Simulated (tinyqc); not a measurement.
Worked calculation: donor in an ellipsoidal valley (Kohn-Luttinger variational method). Computed by tinyqc, a small Python program that keeps every step. Command: `OMP_NUM_THREADS=1 python tinyqc.py 3007186 3007187 out.jsonl kohnlutt walk`. One thread of a shared host (Intel(R) Xeon(R) Processor @ 2.30GHz), about 0.03 s of CPU time with the checks. Intermediate numbers are printed to about 5 digits and carried at full precision; extremes and crossings named in words are read from the listed rows.

H = -(d^2/dx^2 + d^2/dy^2) - gamma d^2/dz^2 - 2/r in units built on m_t, with gamma = m_t/m_l and z along the valley axis. One valley; no valley-orbit or central-cell term.

Inputs (values chosen for the exercise, for a model semiconductor):

| quantity | value | unit |
|---|---|---|
| transverse mass m_t | 0.0969 | m_0 |
| longitudinal mass m_l | 0.259 | m_0 |
| dielectric constant eps | 12.8 | - |
| trial ratio b/a | 0.85 | - |
| observed depth chosen for 1s | 15.5 | meV |

Constants: Ry = 13.605693123 eV; a_0 = 0.529177210903 angstrom; h x 1 THz = 4.135667696 meV.

## Effective units

Ry* = Ry m_t/eps^2, a* = a_0 eps/m_t, gamma = m_t/m_l.

Ry* = 8.0468 meV

a* = 69.902 angstrom

gamma = 0.37413

## Energy at a trial ratio

Trial function exp(-sqrt((x^2 + y^2)/a^2 + z^2/b^2)) with beta = b/a < 1: E = t/a^2 - u/a, t = (2 + gamma/beta^2)/3, u = 2 arcsin(sqrt(1 - beta^2))/sqrt(1 - beta^2); the best a is 2 t/u and E(beta) = -u^2/(4 t).

t = 0.83928

u = 2.1064

best a = 0.79688 a*

E(beta) = -1.3217 Ry*

## Minimum over the ratio

Golden-section search on beta from 0.05 to 0.999, 60 steps.

Search, first ten steps; c and d are the inner points:

| step | low | high | c | E(c) (Ry*) | d | E(d) (Ry*) |
|---|---|---|---|---|---|---|
| 1 | 0.05000 | 0.99900 | 0.41249 | -1.1300 | 0.63651 | -1.3384 |
| 2 | 0.41249 | 0.99900 | 0.63651 | -1.3384 | 0.77497 | -1.3402 |
| 3 | 0.63651 | 0.99900 | 0.77497 | -1.3402 | 0.86054 | -1.3183 |
| 4 | 0.63651 | 0.86054 | 0.72209 | -1.3463 | 0.77497 | -1.3402 |
| 5 | 0.63651 | 0.77497 | 0.68940 | -1.3463 | 0.72209 | -1.3463 |
| 6 | 0.68940 | 0.77497 | 0.72209 | -1.3463 | 0.74229 | -1.3448 |
| 7 | 0.68940 | 0.74229 | 0.70960 | -1.3467 | 0.72209 | -1.3463 |
| 8 | 0.68940 | 0.72209 | 0.70188 | -1.3467 | 0.70960 | -1.3467 |
| 9 | 0.70188 | 0.72209 | 0.70960 | -1.3467 | 0.71437 | -1.3466 |
| 10 | 0.70188 | 0.71437 | 0.70665 | -1.3467 | 0.70960 | -1.3467 |

best beta = 0.70589

radius a of the 1s trial function = 57.680 angstrom

radius b of the 1s trial function = 40.715 angstrom

1s binding energy, trial function = 10.837 meV

The envelope is flattened along the heavy axis; beta is close to gamma^(1/3) = 0.721.

## Levels from a Gaussian basis

Gaussian basis: g = P exp(-al (x^2 + y^2) - be z^2) with P = 1 (s-like), z (2p0) or x (2p+-); al = 0.004 x 2.6^k, k = 0..11, and be/al = 1, gamma^(-1/2) or 1/gamma (36 functions); 1/r = (2/sqrt(pi)) int exp(-t^2 r^2) dt by 48 Gauss-Legendre points after t = sqrt(al_i + al_j) tan(theta); overlap eigenvalues below 1e-10 are dropped.

1s binding energy, Gaussian basis = 10.842 meV

2p0 binding energy = 3.4793 meV

2p+- binding energy = 2.3856 meV

The two-parameter trial function recovers 99.95 % of the 1s binding of the larger basis. 2p0, with its lobes along the heavy axis, is bound 1.46 times as strongly as 2p+-.

## Optical lines and the chemical shift

With an observed depth of 1s, the lines are 1s -> 2p0 = depth - E(2p0) and 1s -> 2p+- = depth - E(2p+-); the chemical shift is depth - E(1s, Gaussian basis); 1 meV = 1 THz/4.135667696.

line 1s -> 2p0 = 12.021 meV

line 1s -> 2p+- = 13.114 meV

chemical shift = 4.6581 meV

frequency of the line 1s -> 2p+- = 3.1710 THz

The spacing of the two lines, 1.094 meV, does not depend on the depth, so it is the same for every donor in this host.

## Which single mass stands for the valley

A hydrogenic level is Ry m/eps^2 for one mass m; errors are against the Gaussian basis.

1s binding energy:

| rule | mass (m_0) | binding (meV) | error (%) |
|---|---|---|---|
| transverse mass | 0.09690 | 8.047 | -25.780 |
| conductivity mass 3/(2/m_t + 1/m_l) | 0.12244 | 10.168 | -6.214 |
| density-of-states mass (m_t^2 m_l)^(1/3) | 0.13448 | 11.167 | 3.002 |
| longitudinal mass | 0.25900 | 21.508 | 98.379 |
| trial function with a and b | - | 10.837 | -0.048 |
| mass that fits 1s | 0.13056 | 10.842 | 0.000 |

The conductivity mass, which is what a spherical trial function (a = b) gives, falls short by 6.2 %, as a restricted variational bound must; the density-of-states mass is off by +3.0 %. The mass that fits lies between the two.

## Levels against anisotropy

The trial energy is minimised over beta by golden section from 0.05 to 0.999, 60 steps.

Binding energies (Ry*):

| gamma | 1s, trial | 1s, Gaussians | 2p0 | 2p+- |
|---|---|---|---|---|
| 0.094 | 1.8615 | 1.8677 | 0.81026 | 0.34954 |
| 0.190 | 1.5991 | 1.6015 | 0.60050 | 0.32449 |
| 0.370 | 1.3508 | 1.3514 | 0.43486 | 0.29696 |
| 0.520 | 1.2270 | 1.2272 | 0.36331 | 0.28158 |
| 0.560 | 1.2005 | 1.2006 | 0.34890 | 0.27813 |
| 0.720 | 1.1119 | 1.1120 | 0.30305 | 0.26616 |
| 0.910 | 1.0316 | 1.0316 | 0.26445 | 0.25469 |

As gamma falls from 0.91 to 0.094, 1s deepens from 1.032 to 1.868 Ry*, on the way from the hydrogen value 1 to the two-dimensional limit 4; 2p+- moves from 0.255 to 0.350 (limits 1/4 and 4/9), while 2p0 climbs from 0.264 to 0.810 and joins 1s as gamma tends to 0. Near gamma = 1 the trial function is almost exact and can pass the Gaussian basis, whose own error is about 3e-5 Ry*.

Checks made by the program: the Gaussian basis at gamma = 1 against 1, 1/4 and 1/4 Ry* (relative difference 3e-05); trial function against Gaussian basis (relative difference 5e-04).
